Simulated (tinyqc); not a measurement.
Inside a calculation: three-level Kane dispersion of a narrow-gap semiconductor. Values are carried at full precision from step to step, so a last printed digit may differ when a step is redone from the rounded ones.

Zero of energy at Gamma8, c = hbar^2/2m0, P^2 = Ep c. The free-electron term and remote bands are left out, so the heavy holes are flat at E = 0 and the other three bands obey E (E - Eg)(E + Dso) = P^2 k^2 (E + 2 Dso/3). The conduction band is the highest root; its edge is Ec = max(Eg, 0).

Constants: hbar^2/2m0 = 3.80998211 eV angstrom^2; hbar = 6.58211957e-16 eV s; e^2/(4 pi eps0) = 14.39964547 eV angstrom; muB = 5.788381798e-05 eV/T.

Inputs chosen for the exercise (near those of grey Sn; not measured data):
```
symbol  value    unit        meaning
Eg      -0.416   eV          E(Gamma6) - E(Gamma8)
Dso     0.84     eV          spin-orbit splitting
Ep      23.6     eV          Kane energy
k       0.029    1/angstrom  wave vector
n       1.5e+16  cm^-3       electron density
eps     22.9                 high-frequency dielectric constant
B       3.1      T           magnetic field
```

## The three bands at one k

Expand the equation into E^3 + a2 E^2 + a1 E + a0 = 0 and give its roots; compare with the two-level form (Dso to infinity) E = Eg/2 +/- sqrt(Eg^2/4 + (2/3) P^2 k^2).

P^2 k^2 = 0.075619 eV^2

a2, a1, a0: 1.256000  0.273821  -0.042347

roots (eV): -0.8990  -0.4595  0.1025

two-level form (eV): -0.5141  0.0981

The two-level form misses the highest root by -4.4 meV. The order is inverted: the band that would be the light hole curves upward from Gamma8 and touches the heavy holes, so there is no gap.

## Mass at the edge and limiting velocity

For Eg < 0 the conduction band starts at Gamma8 with m0* = 3 |Eg|/(2 Ep). In the two-level form the velocity tends to v = sqrt(2/3) P/hbar, and |Eg| = 2 m v^2 with m = 3 |Eg|/(2 Ep), as for a relativistic particle. 1 angstrom = 1e-10 m.

m0* = 0.02644 m0
P = 9.4824 eV angstrom
v = 1.176e+06 m/s
k at which the linear part sets in, |Eg|/(2 hbar v) = 0.02687 1/angstrom

## Fermi level and mass at a given density

Degenerate electrons at T = 0: kF = (3 pi^2 n)^(1/3), 1 cm^-3 = 1e-24 angstrom^-3; EF is the highest root at kF. The momentum (cyclotron, optical) mass is m(E) = hbar^2 k/(dE/dk) = c d(k^2)/dE with d(k^2)/dE = k^2 [1/E + 1/(E - Eg) + 1/(E + Dso) - 1/(E + 2 Dso/3)]; the density of states is k d(k^2)/dE/(2 pi^2).

Edge mass m0* = 3 |Eg|/(2 Ep).

Compare EF - Ec with the parabolic value c kF^2/m0*.

kF = 0.00763 1/angstrom
EF - Ec = 0.0083 eV
parabolic value = 0.0084 eV
m(EF) = 0.02723 m0
m(EF)/m0* = 1.030
density of states at EF = 2.762e+18 1/(eV cm^3)

The parabola overstates EF - Ec by a factor of 1.01; (EF - Ec)/|Eg| = 0.02, and the two-level rule 1 + 2 (EF - Ec)/|Eg| = 1.040 estimates the mass ratio.

## Plasma and cyclotron energies

hbar wp = sqrt(8 pi c (e^2/4 pi eps0) n/(eps m)), hbar wc = 2 muB B/m (classical limit), with m = m(EF) and, for comparison, the edge mass; n in angstrom^-3.

hbar wp with m(EF), with m0* (meV): 5.76  5.84

hbar wc with m(EF), with m0* (meV): 13.18  13.57

hbar wc is not small against EF - Ec = 8.3 meV, so only the lowest Landau level or two are filled: this is the quantum limit, where the classical value fails.

## Checks

- Roots of the cubic against the 8 x 8 Kane matrix without remote terms: they agree to 1e-10 or better.
- m(E) near the edge against m0*: both 0.02644.

Run: tinyqc, `OMP_NUM_THREADS=1 python tinyqc.py 1080928 1080929 out.jsonl`; Intel(R) Xeon(R) Processor @ 2.30GHz, one thread, shared host; about 0.01 s of CPU time with all checks.
